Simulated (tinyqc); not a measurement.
Trap density from the capacitance step.

Question. A junction with shallow donors Nd and a deep trap has C_HF = eps0 eps_r/W and C_LF = eps0 eps_r (Nd + Nt)/(Nd W + Nt xt), xt = W - lam. Find W, xt and Nt.

Values chosen for this exercise: relative permittivity eps_r = 13.9; shallow donor density Nd = 1.1e16 cm^-3.

Constants: eps0 = 8.8541878128e-14 F/cm where lengths are in cm. Results are converted to the units shown.

C_HF = 21.188343 nF/cm^2
C_LF = 21.590659 nF/cm^2
lam = 134.84268 nm

Solution. C_HF gives W. With y = C_LF/C_HF, Nt/Nd = (y - 1)/(1 - y xt/W).

W = 581 nm
xt = 446 nm
Nt = 9.60e14 cm^-3

Computed by the program tinyqc: `OMP_NUM_THREADS=1 python tinyqc.py 2050110 2050111 out.jsonl`, one thread of a shared Intel Xeon 2.30GHz, about 0.01 s for the whole run.
